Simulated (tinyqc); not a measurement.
Width and zero-phonon weight against temperature: configuration-coordinate model of a defect: Huang-Rhys factor and luminescence line shape. Computed by tinyqc, a small Python program. Command: `OMP_NUM_THREADS=1 python tinyqc.py 3004514 3004515 out.jsonl ccline walk`. One thread of a shared host (Intel(R) Xeon(R) Processor @ 2.30GHz), about 0.01 s of CPU time with the checks.

Ground state E_g(Q) = (1/2) omega_g^2 Q^2; excited state E_e(Q) = E_0 + (1/2) omega_e^2 (Q - dQ)^2 with omega_e = omega_g and E_0 = E_ZPL. Q is mass-weighted; the dipole does not depend on Q (Condon approximation).

Inputs (values chosen for the exercise, for a model defect): zero-phonon energy E_ZPL = 0.78 eV; displacement dQ = 0.833 u^(1/2) angstrom; ground-state phonon hbar omega_g = 28.9 meV.

Modes: equal frequencies in both states.

Constants: hbar^2/u = 4.18015928e-03 eV angstrom^2; k_B = 8.617333262e-05 eV/K.

Method:
- S = hbar omega dQ^2/(2 hbar^2/u) for each state; relaxation energy S hbar omega; absorption at E_0 + S_e hbar omega_e, emission at E_0 - S_g hbar omega_g; the Stokes shift is their difference.
- Overlaps <m_e|n_g> of harmonic-oscillator functions (Hermite recursion, positive leading coefficients) by a sum over an even grid (700 points from x = -9 to 9 + d for the small table, 1500 points from -16 to 16 + d for the thermal sums), with x = Q sqrt(omega_g/hbar), d = sqrt(2 S_g) and frequency ratio omega_e/omega_g.
- Initial levels m = 0..24 carry Boltzmann weights exp(-m hbar omega_e/k_B T), normalised; final levels n = 0..79; a line lies at E_ZPL + m hbar omega_e - n hbar omega_g with weight w_m <m|n>^2. Moments are taken over these weights without the E^3 factor; FWHM = 2 sqrt(2 ln 2) x standard deviation; the zero-phonon weight is the sum of w_m <m|m>^2.
- For comparison: FWHM(0) sqrt(coth(hbar omega_e/2 k_B T)) with FWHM(0) from the first row, and exp(-S_g coth(hbar omega_e/2 k_B T)).

S_g = 2.39864

Against temperature:

| T (K) | mean energy (eV) | FWHM (eV) | coth law (eV) | zero-phonon weight | exp(-S coth) |
|---|---|---|---|---|---|
| 17 | 0.71068 | 0.10540 | 0.10540 | 0.09084 | 9.0841e-02 |
| 50 | 0.71068 | 0.10553 | 0.10553 | 0.09095 | 9.0310e-02 |
| 100 | 0.71068 | 0.10915 | 0.10915 | 0.09375 | 7.6352e-02 |
| 170 | 0.71068 | 0.12124 | 0.12124 | 0.10080 | 4.1854e-02 |
| 270 | 0.71068 | 0.14188 | 0.14188 | 0.10617 | 1.2953e-02 |
| 400 | 0.71068 | 0.16743 | 0.16743 | 0.10572 | 2.3506e-03 |
| 570 | 0.71068 | 0.19709 | 0.19709 | 0.10080 | 2.2772e-04 |

What does the comparison show, and why?

The width grows by a factor 1.87, flat while k_B T is well below hbar omega and as sqrt(T) above; for equal frequencies the coth law is exact. The mean energy stays fixed, as it must for equal frequencies. The zero-phonon weight goes from 0.0908 to 0.101; the single exponential assumes equal frequencies, leaves out lines that absorb and emit the same number of phonons, and falls to 2.28e-4. The rise of the weight is a feature of one sharp mode; with a spread of mode energies those lines leave the zero-phonon energy and the weight falls.
